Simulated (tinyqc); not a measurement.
Biaxially strained (001) channel, valley splitting in an inversion layer: one step of the calculation.

A thin layer grown on a relaxed buffer is stretched in the plane. The two valleys with their long axis along the growth direction (D2) sink against the four in-plane ones (D4); confinement in a triangular well splits them too. Only the lowest subband of each set is kept; one relaxation time, so the weakening of intervalley scattering is left out.

Task. Fermi level by Newton steps. f = N2 ln(1 + exp((EF - E2)/Vt)) + N4 ln(1 + exp((EF - E4)/Vt)) - Ns, f' = [N2/(1 + exp((E2 - EF)/Vt)) + N4/(1 + exp((E4 - EF)/Vt))]/Vt, EF(new) = EF - f/f'.

Parameters, values chosen for the exercise: temperature T = 350 K; inversion density Ns = 1.6e12 cm^-2.

Constants: q = 1.602176634e-19 C, kB = 1.380649e-23 J/K, Vt = kB T/q. Results are converted to the units shown.

EF after iteration 1 = 0.11154395 eV
E2 = 0.13258310 eV
E4 = 0.34140960 eV
N2 = 4.6616520e12 cm^-2
N4 = 2.0993527e13 cm^-2

Find: f; f'; EF after iteration 2.

Result.

f = 2.9356e11 cm^-2
f' = 5.1709e13 cm^-2/eV
EF after iteration 2 = 0.10587 eV

Computed by the program tinyqc: `OMP_NUM_THREADS=1 python tinyqc.py 2530133 2530134 out.jsonl`, one thread of a shared Intel Xeon 2.30GHz, about 0.01 s for the whole run.
